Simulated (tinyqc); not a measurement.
## Memristor with linear dopant drift, Biolek window: one period

A film of thickness D has a doped share x: R = Ron x + Roff (1 - x), i = v/R, dx/dt = k i F with k = mv Ron/D^2 and F = 1 - x^(2 p) for i >= 0 and 1 - (x - 1)^(2 p) for i < 0. The drive is v = V0 sin(2 pi f t). The model has no threshold and no heating.

Step h = 1/(16 f), from t = j h. With g(t, x) = dx/dt: k1 = g(t, x), k2 = g(t + h/2, x + h k1/2), k3 = g(t + h/2, x + h k2/2), k4 = g(t + h, x + h k3), x(new) = x + h (k1 + 2 k2 + 2 k3 + k4)/6.

The 16 Runge-Kutta steps against a converged integration; i uses the converged x.

Parameters, values chosen for the exercise: resistance of the fully doped film Ron = 200 ohm; resistance of the undoped film Roff = 40000 ohm; film thickness D = 8 nm; dopant mobility mv = 2.2e-14 m^2/(V s); doped share at t = 0 x0 = 0.43; amplitude V0 = 1.2 V; window exponent p = 3; frequency f = 9.6 Hz.

One period:
```
j    v (V)  x, coarse steps  x, converged  i (uA)
0    0.000           0.4300        0.4300    0.00
1    0.459           0.4345        0.4345   20.23
2    0.849           0.4477        0.4476   38.25
3    1.109           0.4678        0.4678   51.85
4    1.200           0.4926        0.4926   58.84
5    1.109           0.5185        0.5185   57.25
6    0.849           0.5414        0.5414   45.99
7    0.459           0.5573        0.5573   25.77
8    0.000           0.5630        0.5630    0.00
9   -0.459           0.5572        0.5572  -25.76
10  -0.849           0.5410        0.5410  -45.94
11  -1.109           0.5178        0.5178  -57.17
12  -1.200           0.4919        0.4919  -58.76
13  -1.109           0.4674        0.4674  -51.81
14  -0.849           0.4475        0.4475  -38.24
15  -0.459           0.4347        0.4347  -20.23
16   0.000           0.4303        0.4303    0.00
```

What do the numbers show?

The current vanishes with the voltage (pinched loop). At the same voltage, j = 2 and 6, it is 38.3 uA on the way up and 46.0 uA on the way down. x peaks at 0.5630 at half period and ends at 0.4303, not at its starting value: this window differs for the two directions of the current. The coarse steps miss by at most 1.4e-6.

tinyqc, about 0.1 s, one thread, Intel Xeon 2.30GHz (shared host): `OMP_NUM_THREADS=1 python tinyqc.py 2880002 2880003 out.jsonl`
